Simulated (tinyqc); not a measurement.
Gain factor and gap resistance from two string resistances.

Inverse problem. At small bit-line voltage each of the 96 cells has the resistance 1/(K x) at overdrive x (no mobility reduction) in series with a gap resistance Rg. Find K, Rg and the share of the gaps at the higher overdrive.

resistance of a string of 96 equal cells at overdrives of 3.8 and 8.9 V (kohm): 7264.9328  3552.9736

Solution. The resistance per cell is a straight line in 1/x with slope 1/K and intercept Rg.

K = 3.900 uA/V^2
Rg = 8.200 kohm
share of the gaps = 22.16 %

Computed by the program tinyqc: `OMP_NUM_THREADS=1 python tinyqc.py 2142174 2142175 out.jsonl`, one thread of a shared Intel Xeon 2.30GHz, about 0.8 s for the whole run.
